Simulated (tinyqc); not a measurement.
From results back to parameters: direct gap of a germanium-like layer under biaxial tension. Three cases, with inputs chosen for the exercise.

Problem. A (001) layer under biaxial tension e_par has ezz = -2 (C12/C11) e_par, Ec = Eg + ac tr(e), E(HH) = -P - Q and E(LH) = -P + (Q - Dso + sqrt(Dso^2 + 2 Dso Q + 9 Q^2))/2 with P = -av tr(e), Q = -b (e_par - ezz). The transition from the light-hole edge is given.

Find: e_par; Ec - E(HH).

Method. Ec - E(LH) falls steadily with tension, so bisection between 0 and 4 % gives the only root; then Ec - E(HH) = Eg + (ac - av) tr(e) + Q.

Case 1.

Values chosen (near those of Ge, gaps at low temperature; the results hold for these values, not for the real material): Eg = 0.907 eV (gap at Gamma to the s-like level); Dso = 0.285 eV (spin-orbit splitting); ac = -8.08 eV (conduction deformation potential); av = 1.26 eV (valence hydrostatic potential); b = -2.56 eV (tetragonal shear potential); C11 = 126.9 GPa; C12 = 48.2 GPa.

Ec - E(LH) = 0.797053 eV

Solution.

e_par = 0.650 %
Ec - E(HH) = 0.8610 eV

Case 2.

Values chosen (near those of Ge, gaps at low temperature; the results hold for these values, not for the real material): Eg = 0.881 eV (gap at Gamma to the s-like level); Dso = 0.292 eV (spin-orbit splitting); ac = -8.23 eV (conduction deformation potential); av = 1.22 eV (valence hydrostatic potential); b = -2.56 eV (tetragonal shear potential); C11 = 129.7 GPa; C12 = 47.6 GPa.

Ec - E(LH) = 0.799395 eV

Solution.

e_par = 0.480 %
Ec - E(HH) = 0.8449 eV

Case 3.

Values chosen (near those of Ge, gaps at low temperature; the results hold for these values, not for the real material): Eg = 0.886 eV (gap at Gamma to the s-like level); Dso = 0.288 eV (spin-orbit splitting); ac = -8.24 eV (conduction deformation potential); av = 1.24 eV (valence hydrostatic potential); b = -2.57 eV (tetragonal shear potential); C11 = 126.8 GPa; C12 = 48.3 GPa.

Ec - E(LH) = 0.617747 eV

Solution.

e_par = 1.500 %
Ec - E(HH) = 0.7779 eV

Computed by tinyqc, one run a case: `OMP_NUM_THREADS=1 python tinyqc.py N N+1 out.jsonl` with N = 1050632, 1050643, 1050676; one thread of a shared Intel(R) Xeon(R) Processor @ 2.30GHz, about 0.01 s a run at most.
